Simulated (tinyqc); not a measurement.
One mass for the acceptor? Model: shallow acceptor in the spherical model (Baldereschi-Lipari), strong spin-orbit limit. Computed by tinyqc, a small Python program. Command: `OMP_NUM_THREADS=1 python tinyqc.py 3001552 3001553 out.jsonl acceptor walk`. One thread of a shared host (Intel(R) Xeon(R) Processor @ 2.30GHz), about 0.01 s of CPU time with the checks.

The 1S(3/2) state has an s envelope f(r) and a d envelope g(r). In effective units they obey -(f'' + 2f'/r + 2f/r) + mu (g'' + 5g'/r + 3g/r^2) = E f and -(g'' + 2g'/r - 6g/r^2 + 2g/r) + mu (f'' - f'/r) = E g. The cubic term, the split-off band and the central cell are left out.

Inputs (values chosen for the exercise, modelled on InAs):
```
quantity                 value  unit
Luttinger gamma_1         19.7     -
Luttinger gamma_2         8.64     -
Luttinger gamma_3         9.24     -
dielectric constant eps   14.8     -
```

Constants: Ry = 13.605693123 eV; a_0 = 0.529177210903 angstrom.

Method:
- Ry* = Ry/(gamma_1 eps^2), a* = a_0 eps gamma_1, mu = (6 gamma_3 + 4 gamma_2)/(5 gamma_1), delta = (gamma_3 - gamma_2)/gamma_1; spherical masses 1/(gamma_1 (1 - mu)) (heavy) and 1/(gamma_1 (1 + mu)) (light).
- Basis: f_i = exp(-zeta_i r), g_i = r exp(-zeta_i r), weight r^2 dr, s = zeta_i + zeta_j. S_ff = 2/s^3, H_ff = zeta_i zeta_j S_ff - 2/s^2; S_gg = 24/s^5, H_gg = 8/s^3 + 24 zeta_i zeta_j/s^5 - 12/s^4; H(f_i, g_j) = mu (6 zeta_i^2/s^4 + 2 zeta_i/s^3); S_fg = 0. Each function is normalised by sqrt(S_ii).
- Large basis: zeta_i = 0.08 x 1.55^(i-1), i = 1..20 in each channel; overlap eigenvalues below 1e-11 are dropped.
- Binding energies are -E Ry*; the mass that fits is E(1S) eps^2/Ry.
- Hydrogenic binding Ry m/eps^2; the density-of-states mass is (m_H^(3/2) + m_L^(3/2))^(2/3); errors are against the large basis.

light-hole mass = 0.0265252 m_0

heavy-hole mass = 0.588235 m_0

1S(3/2) binding energy = 17.2278 meV

1S binding energy:
```
mass                     value (m_0)  binding (meV)  error (%)
light hole                   0.02653          1.648     -90.44
1/gamma_1                    0.05076          3.153     -81.70
mean of heavy and light      0.30738         19.093      10.83
heavy hole                   0.58824         36.538     112.09
density of states            0.59198         36.771     113.44
```

What follows from these numbers?

The coupled result, 17.23 meV, lies between the 1/gamma_1 value (no coupling) and the heavy-hole value; the closest single rule here is "mean of heavy and light", off by +10.8 %.
